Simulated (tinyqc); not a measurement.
# Gate voltage from the surface potential

Question. At the source end, Vgs + Vsb - Vfb - psi = gamma sqrt(G), G = psi - Vt + Vt exp((psi - 2 phiF - Vsb)/Vt), and the voltage over the insulator is gamma sqrt(G). Find that voltage and Vgs.

Parameters, values chosen for the exercise:
```
symbol,value,unit,meaning
T,400,K,temperature
Vfb,-0.93,V,flat-band voltage
Vsb,0.5,V,source-body reverse bias
```

Constants: q = 1.602176634e-19 C, kB = 1.380649e-23 J/K, Vt = kB T/q. Results are converted to the units shown.

psi = 1.3543514 V
phiF = 0.34675586 V
gamma = 0.23994296 V^0.5

Answer. In this direction the relation is explicit: no iteration is needed.

voltage over the insulator = 0.536 V
Vgs = 0.460 V

Numbers from tinyqc (`OMP_NUM_THREADS=1 python tinyqc.py 2360167 2360168 out.jsonl`; about 0.08 s on one thread of a shared Intel Xeon 2.30GHz).
